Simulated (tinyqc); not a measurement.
Chemical shift by three methods: effective-mass impurity with a central-cell term, in a basis of Slater functions. Computed by tinyqc, a small Python program. Command: `OMP_NUM_THREADS=1 python tinyqc.py 3004817 3004818 out.jsonl centralcell walk`. One thread of a shared host (Intel(R) Xeon(R) Processor @ 2.30GHz), about 0.01 s of CPU time with the checks.

The envelope obeys H = -nabla^2 - (2/r) [Z + A exp(-kappa r)] in effective units, with kappa = a*/lambda; positive A deepens the well near the core.

Inputs (values chosen for the exercise, with mass and screening modelled on beta-Ga2O3):
```
quantity                   value      unit
effective mass m           0.275       m_0
dielectric constant eps     10.5         -
charge Z of the core           2         -
central-cell strength A     -4.9         -
central-cell range lambda      2  angstrom
```

Impurity: donor, one isotropic band.

Constants: Ry = 13.605693123 eV; a_0 = 0.529177210903 angstrom.

Method:
- Units: Ry* = Ry m/eps^2 and a* = a_0 eps/m, with m in m_0.
- kappa = a*/lambda; the hydrogenic ground state is bound by Z^2 Ry*.
- For s functions exp(-zeta r), with s = zeta_i + zeta_j: S = 2/s^3, T = zeta_i zeta_j S, V = -2 Z/s^2, W = -2 A/(s + kappa)^2; each function is normalised by dividing by sqrt(S_ii S_jj).
- Large basis: zeta_i = 0.06 x 1.6^(i-1), i = 1..22, same formulas; for p functions r exp(-zeta r): S = 24/s^5, T = zeta_i zeta_j S (centrifugal term included), V = -12 Z/s^4, W = -12 A/(s + kappa)^4; overlap eigenvalues below 1e-11 are dropped.
- First order: shift = 8 A Z^3/(2 Z + kappa)^2 Ry*. One exponent: minimise zeta^2 - 2 Z zeta - 8 A zeta^3/(2 zeta + kappa)^2 by golden section on 0.2 to 6 Z. All shifts are the binding beyond Z^2 Ry*.

kappa = 10.1025 1/a*

Ry* = 33.9371 meV

hydrogenic binding energy = 135.748 meV

Shift of the 1s binding energy (meV):
```
A      first order  one exponent  large basis
4.90        53.513        124.11       138.64
2.45        26.757         37.86        40.75
-0.49       -5.351         -5.06        -4.98
-1.23      -13.433        -11.73       -11.32
-2.45      -26.757        -20.78       -19.43
-4.90      -53.513        -34.14       -30.31
-6.12      -66.837        -39.23       -34.09
```

What follows from these numbers?

The three columns are ordered, first order <= one exponent <= large basis, since each is a variational bound with more freedom. At the largest attractive A first order gives 39 % and one exponent 90 % of the shift; at the most repulsive A the true shift is -34.089 meV against -66.837. Attraction pulls the envelope in and feeds itself, repulsion pushes it out and saturates.

Extremes, crossings and ranges named in words are read from the listed rows.
